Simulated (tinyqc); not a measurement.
Inside a calculation. Method: Hubbard ring of 3 sites. Computed by tinyqc, a small Python program that keeps every step. Settings: hopping = 0.63, U = 10.6, mixing = 1, iteration cap = 61. Command: `OMP_NUM_THREADS=1 python tinyqc.py 30019 30020 out.jsonl` (the two numbers bound the seeds that draw the settings). One thread of a shared host (Intel(R) Xeon(R) Processor @ 2.60GHz), about 0.2 s of CPU time with the checks. Later iterations appear only in the table of the cycle.

## Mean-field iteration 1

one-body matrix (hopping and site energies) (eV), order 1, 2, 3:
$$\begin{pmatrix}
-0.010000 & -0.630000 & -0.630000 \\
-0.630000 & -0.520000 & -0.630000 \\
-0.630000 & -0.630000 & 0.260000
\end{pmatrix}$$

U = 10.600000 eV

electrons, up and down: [2, 1]

mixing = 1

n(up) at the start (a guess, not normalised): 1 0.967000, 2 0.367000, 3 0.967000

n(down) at the start (a guess): 1 0.033000, 2 0.633000, 3 0.033000

H(up) = T + U n(down), H(down) = T + U n(up); fill the lowest levels; n(new) = n + mixing (n(out) - n); E = tr T (rho up + rho down) + U sum n_up n_down of the output.

levels, up (eV): [-0.290749, 1.117551, 6.312598]

levels, down (eV): [3.247980, 9.851866, 11.020753]

energy = -0.363062 eV

n(up) after iteration 1: 1 0.991156, 2 0.018654, 3 0.990190

n(down) after iteration 1: 1 0.009559, 2 0.981524, 3 0.008916

## Mean-field iteration 2

As before.

levels, up (eV): [-0.496382, 0.865647, 9.960735]

levels, down (eV): [-0.398639, 10.058515, 11.270124]

energy = -0.419487 eV

n(up) after iteration 2: 1 0.996439, 2 0.007335, 3 0.996227

n(down) after iteration 2: 1 0.003729, 2 0.992704, 3 0.003567

## Mean-field iteration 3

As before.

levels, up (eV): [-0.554863, 0.806903, 10.077960]

levels, down (eV): [-0.517336, 10.116367, 11.330970]

energy = -0.419532 eV

n(up) after iteration 3: 1 0.996556, 2 0.007093, 3 0.996351

n(down) after iteration 3: 1 0.003606, 2 0.992947, 3 0.003447

## Convergence

Each step fills the lowest levels of T + U n(other spin) and sets n(new) = n + mixing (n(out) - n); stop when output and input agree to 1e-8.

Course of the cycle:
```
iteration       E (eV)  largest |n(out) - n(in)|  mean |n_up - n_down|
1          -0.36306173                  3.49e-01              0.975247
2          -0.41948742                  1.13e-02              0.990246
3          -0.41953203                  2.43e-04              0.990569
4          -0.41953205                  5.12e-06              0.990576
5          -0.41953205                  1.07e-07              0.990576
6          -0.41953205                  2.25e-09              0.990576
```

local moments n_up - n_down: 1 0.992955, 2 -0.985864, 3 0.992909

Converged in 6 iterations. But random starts reach -0.42134 eV, so this is another stationary point, not the lowest one. Reruns (cap 100 unless said): mixing 0.2: converged in 81 to a higher stationary point (E = -0.41953); mixing 0.5: converged in 27 to a higher stationary point (E = -0.41953); mixing 0.9: converged in 10 to a higher stationary point (E = -0.41953). Before convergence this energy mixes input and output and is not variational, so it may rise towards its limit.

## The many-body Hamiltonian

Basis: all placements (u, d, 2, 0 on each site), up operators ordered before down ones; hops carry the sign of the same-spin electrons passed.

H (eV):
```
           2u0        u20        uud        20u        udu        u02        duu        02u
2u0  10.060000  -0.630000  -0.630000  -0.630000   0.000000   0.000000   0.630000   0.000000
u20  -0.630000   9.550000  -0.630000   0.000000  -0.630000   0.000000   0.000000   0.630000
uud  -0.630000  -0.630000  -0.270000   0.000000   0.000000  -0.630000   0.000000   0.000000
20u  -0.630000   0.000000   0.000000  10.840000  -0.630000  -0.630000  -0.630000   0.000000
udu   0.000000  -0.630000   0.000000  -0.630000  -0.270000  -0.630000   0.000000  -0.630000
u02   0.000000   0.000000  -0.630000  -0.630000  -0.630000  11.110000   0.000000   0.000000
duu   0.630000   0.000000   0.000000  -0.630000   0.000000   0.000000  -0.270000  -0.630000
02u   0.000000   0.630000   0.000000   0.000000  -0.630000   0.000000  -0.630000   9.820000
0u2   0.000000   0.000000   0.630000   0.000000   0.000000  -0.630000  -0.630000  -0.630000

           0u2
2u0   0.000000
u20   0.000000
uud   0.630000
20u   0.000000
udu   0.000000
u02  -0.630000
duu  -0.630000
02u  -0.630000
0u2  10.600000
```

## Exact diagonalisation (9 states)

Lowest levels of the sector, and the double occupancy of the lowest state.

lowest levels (eV): [-0.494419, -0.491402, -0.270000, 8.851844, 9.543420, 10.272086]

double occupancy per site = 0.007037

The mean-field solution above lies 0.0749 eV above the exact energy.

## The lowest level by Lanczos steps

From a random start vector (not printed): a_j = <q_j|H|q_j>, b_j = norm of the remainder after orthogonalising; the Ritz value is the lowest eigenvalue of the tridiagonal matrix of a and b so far.

Lanczos:
```
j   a_j (eV)  b_j (eV)  lowest Ritz value (eV)
1   7.329478  4.565453              7.32947796
2   2.466748  1.800948             -0.27440031
3  11.128460  0.624616             -0.48119724
4   6.501181  5.392662             -0.48218624
5   4.071855  0.724745             -0.49283706
6  10.986709  0.332849             -0.49418348
7   8.491234  1.945754             -0.49418510
8  -0.038378  0.579252             -0.49420522
9  10.232713         0             -0.49441907
```
